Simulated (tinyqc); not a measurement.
Gate voltage for a given inversion charge.

Problem. p-type body, charge-sheet picture, depletion and inversion only, full ionisation (an idealisation for deep acceptors), Boltzmann statistics (rough once Na exp(x - xn) passes about Nc/7). In units of Vt: xg = (Vg - Vfb)/Vt, x = psi/Vt, G = gamma/sqrt(Vt), xn = (2 phiF + Vc)/Vt. The implicit equation is (xg - x)^2 = G^2 [x - 1 + exp(x - xn)] for x above about 3. Cox = eps0 eox/tox. ni = sqrt(Nc Nv) exp(-Eg/(2 Vt)), Eg in volts; phiF = Vt ln(Na/ni); gamma = sqrt(2 q eps0 eps_r Na)/Cox. N_inv = (Cox Vt G/q) [sqrt(x - 1 + exp(x - xn)) - sqrt(x - 1)]. Find x - xn, psi and Vg.

Inputs (values chosen for the exercise); band and dielectric values close to those of 4H silicon carbide:
- T = 300 K (temperature)
- Eg = 3.32 eV (band gap)
- eps_r = 9.55 (relative permittivity)
- Nc = 1.72e19 cm^-3 (conduction-band density of states at T)
- Nv = 2.54e19 cm^-3 (valence-band density of states at T)
- eox = 3.9 (relative permittivity of the gate insulator (close to silicon dioxide))
- tox = 1.7 nm (insulator thickness)
- Na = 1.3e16 cm^-3 (acceptor density)
- Vfb = -0.32 V (flat-band voltage)
- Vc = 1 V (channel-body voltage)

Constants: q = 1.602176634e-19 C, kB = 1.380649e-23 J/K, Vt = kB T/q, eps0 = 8.8541878128e-14 F/cm where lengths are in cm. Results are converted to the units shown.

N_inv = 2.2e11 cm^-2

Solution. N_inv rises steadily with x, so it fixes x; the implicit equation then gives xg directly.

x - xn = 4.66
psi = 4.06 V
Vg = 3.81 V

Program tinyqc, `OMP_NUM_THREADS=1 python tinyqc.py 2122023 2122024 out.jsonl`; Intel Xeon 2.30GHz, shared host, one thread, about 0.01 s.
